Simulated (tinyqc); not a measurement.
Gate voltage for a given inversion charge.

Problem. p-type body, charge-sheet picture, depletion and inversion only, full ionisation (an idealisation for deep acceptors), Boltzmann statistics (rough once Na exp(x - xn) passes about Nc/7). In units of Vt: xg = (Vg - Vfb)/Vt, x = psi/Vt, G = gamma/sqrt(Vt), xn = (2 phiF + Vc)/Vt. The implicit equation is (xg - x)^2 = G^2 [x - 1 + exp(x - xn)] for x above about 3. Cox = eps0 eox/tox. ni = sqrt(Nc Nv) exp(-Eg/(2 Vt)), Eg in volts; phiF = Vt ln(Na/ni); gamma = sqrt(2 q eps0 eps_r Na)/Cox. N_inv = (Cox Vt G/q) [sqrt(x - 1 + exp(x - xn)) - sqrt(x - 1)]. Find x - xn, psi and Vg.

Values chosen for this exercise; band and dielectric values those of a made-up semiconductor: temperature T = 350 K; band gap Eg = 0.863 eV; relative permittivity eps_r = 11; conduction-band density of states at T Nc = 4.57e19 cm^-3; valence-band density of states at T Nv = 2.73e19 cm^-3; relative permittivity of the gate insulator (close to zirconium oxide) eox = 25.6; insulator thickness tox = 57 nm; acceptor density Na = 8.4e16 cm^-3; flat-band voltage Vfb = -0.59 V; channel-body voltage Vc = 1 V.

Constants: q = 1.602176634e-19 C, kB = 1.380649e-23 J/K, Vt = kB T/q, eps0 = 8.8541878128e-14 F/cm where lengths are in cm. Results are converted to the units shown.

N_inv = 7.2e10 cm^-2

Answer. N_inv rises steadily with x, so it fixes x; the implicit equation then gives xg directly.

x - xn = 1.79
psi = 1.55 V
Vg = 1.49 V

tinyqc, about 0.01 s, one thread, Intel Xeon 2.30GHz (shared host): `OMP_NUM_THREADS=1 python tinyqc.py 2122244 2122245 out.jsonl`
